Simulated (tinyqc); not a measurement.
Time-dependent dielectric breakdown: cell percolation, Weibull statistics, area scaling and voltage extrapolation: one step, computed by the program tinyqc.

The oxide is divided into columns of area a^2, each holding m = t_ox/a cells (m is taken as continuous). A share lambda(t) = (t/t_1)^alpha of the cells is defective, and a column whose cells are all defective breaks down.

Question. Fitting the sample. W = ln(-ln(1 - F_i)) with the median ranks F_i. Least squares in W: W = beta ln t - beta ln t63. Maximum likelihood: solve sum t^b ln t/sum t^b - 1/b = mean of ln t for b, then t63 = (mean of t^b)^(1/b).

Weibull plot:
```
i      t (s)        F_i      ln t          W
1    27.9161  0.0673077  3.329203  -2.663843
2    49.0877  0.1634615  3.893609  -1.723263
3    66.8580  0.2596154  4.202572  -1.202023
4    72.0186  0.3557692  4.276925  -0.821667
5    73.9952  0.4519231  4.304001  -0.508595
6    89.0386  0.5480769  4.489070  -0.230365
7    96.3420  0.6442308  4.567904   0.032925
8    96.8584  0.7403846  4.573251   0.299033
9   100.4880  0.8365385  4.610038   0.593977
10  127.5076  0.9326923  4.848176   0.992689
```

Give: slope by least squares; t63 by least squares; slope by maximum likelihood; t63 by maximum likelihood.

Answer.

slope by least squares = 2.5038

t63 by least squares = 91.689 s

slope by maximum likelihood = 3.3639

t63 by maximum likelihood = 89.152 s

Caution: t_1 is an input here; in a real oxide it changes with thickness at fixed voltage.
